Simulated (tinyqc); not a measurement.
Resistance of a tapered via with liner, size effect and interface: two steps of the calculation.

A round via whose diameter grows from db at the bottom as D(z) = db + 2 z/tan(ang). The fill, of diameter D - 2 tl, starts above the bottom liner (thickness fb tl) and has rho = rho0 (1 + ks lam/(D - 2 tl)); the sidewall liner conducts in parallel with it. The bottom liner and the interface are crossed over the full area pi db^2/4. Spreading in the lines above and below is left out.

Parameters, values chosen for the exercise; fill metal close to ruthenium:
- db = 53 nm (diameter at the bottom)
- hv = 160 nm (height)
- ang = 88 degrees (sidewall angle)
- rho0 = 8.02 uohm cm (bulk resistivity of the fill)
- lam = 6.61 nm (mean free path of the fill)
- ks = 0.8 (size-effect factor)
- tl = 0 nm (liner on the sidewall)
- fb = 0.7 (liner at the bottom over that on the sidewall)
- rl = 300 uohm cm (resistivity of the liner)
- ri = 9.3e-13 ohm cm^2 (interface resistivity at the bottom)
- Sb = 1.5e15 S/m^2 (ballistic conductance per area, about 3/(4 rho0 lam))

Problem 1. Slices of the via. Slices between z0 = fb tl and hv, evaluated at their midpoints: conductance per length pi/4 [(D - 2 tl)^2/rho + (D^2 - (D - 2 tl)^2)/rl], slice resistance = slice height over that. 7 slices.

Give: z; D; rho; slice resistance.

Solution 1.

```
slice  z (nm)  D (nm)  rho (uohm cm)  slice resistance (ohm)
0       11.43   53.80          8.808                  0.8857
1       34.29   55.39          8.786                  0.8332
2       57.14   56.99          8.764                  0.7853
3       80.00   58.59          8.744                  0.7414
4       102.9   60.18          8.725                  0.7010
5       125.7   61.78          8.706                  0.6639
6       148.6   63.38          8.689                  0.6296
```

Problem 2. Total resistance. R_fill = sum of the slices; R_bottom = rl fb tl/(pi db^2/4); R_interface = ri/(pi db^2/4); ballistic (Sharvin) limit 1/(Sb pi (db - 2 tl)^2/4); ideal cylinder rho0 hv/(pi db^2/4).

slice resistance, slice 0 to 6 (ohm): 0.88570570  0.83323760  0.78529006  0.74135902  0.70100865  0.66386063  0.62958525

Wanted: parts; R; shares; ballistic limit; ideal cylinder.

Solution 2.

parts (ohm): fill 5.240, bottom liner 0, interface 0.04215
R = 5.282 ohm
shares (%): fill 99.20, bottom liner 0.00, interface 0.80
ballistic limit = 0.3022 ohm
ideal cylinder = 5.816 ohm

The fill is the largest part, and R is 0.908 times the ideal cylinder. With 2000 slices R = 5.2833 ohm.

Program tinyqc, `OMP_NUM_THREADS=1 python tinyqc.py 2750166 2750167 out.jsonl`; Intel Xeon 2.30GHz, shared host, one thread, about 0.01 s.
